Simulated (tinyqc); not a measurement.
# Non-linearity against on/off ratio

Worst-case read of an N x N array without selectors, ideal wires, unselected lines floating and all unselected cells in the low state with resistance K Ron: the sneak path is Rsn = K Ron [2/(N - 1) + 1/(N - 1)^2], in parallel with the selected cell Rc. A sense resistor Ron to ground gives Vout = Vr Ron/(Ron + Rc Rsn/(Rc + Rsn)); margin = [Vout(Rc = Ron) - Vout(Rc = ra Ron)]/Vr. Here N = 32; the columns give the margin for ra = 3, 30 and 1000.

Results:

| K | Rsn/Ron | margin, ra = 3 (%) | margin, ra = 30 (%) | margin, ra = 1000 (%) |
|---|---|---|---|---|
| 1 | 0.065557 | 0.23294 | 0.34398 | 0.35620 |
| 3 | 0.19667 | 1.4662 | 2.2302 | 2.3171 |
| 10 | 0.65557 | 6.6150 | 10.716 | 11.216 |
| 30 | 1.9667 | 14.430 | 24.994 | 26.384 |
| 100 | 6.5557 | 20.844 | 37.869 | 40.233 |
| 1000 | 65.557 | 24.530 | 45.745 | 48.779 |
| 3000 | 196.67 | 24.842 | 46.427 | 49.522 |

Estimate the missing row, K = 300.

Computed row:

| K | Rsn/Ron | margin, ra = 3 (%) | margin, ra = 30 (%) | margin, ra = 1000 (%) |
|---|---|---|---|---|
| 300 | 19.667 | 23.485 | 43.475 | 46.311 |

With this row back in the table: At K = 1 the margin is 0.233 % for ra = 3 and 0.356 % for ra = 1000: an on/off ratio 333 times larger gains a factor of only 1.53, because the sneak path (0.066 Ron) shunts the cell. Raising K to 3000 lifts the margin at ra = 30 from 0.344 to 46.4 %.

Program tinyqc, `OMP_NUM_THREADS=1 python tinyqc.py 2880026 2880027 out.jsonl`; Intel Xeon 2.30GHz, shared host, one thread, about 0.02 s.
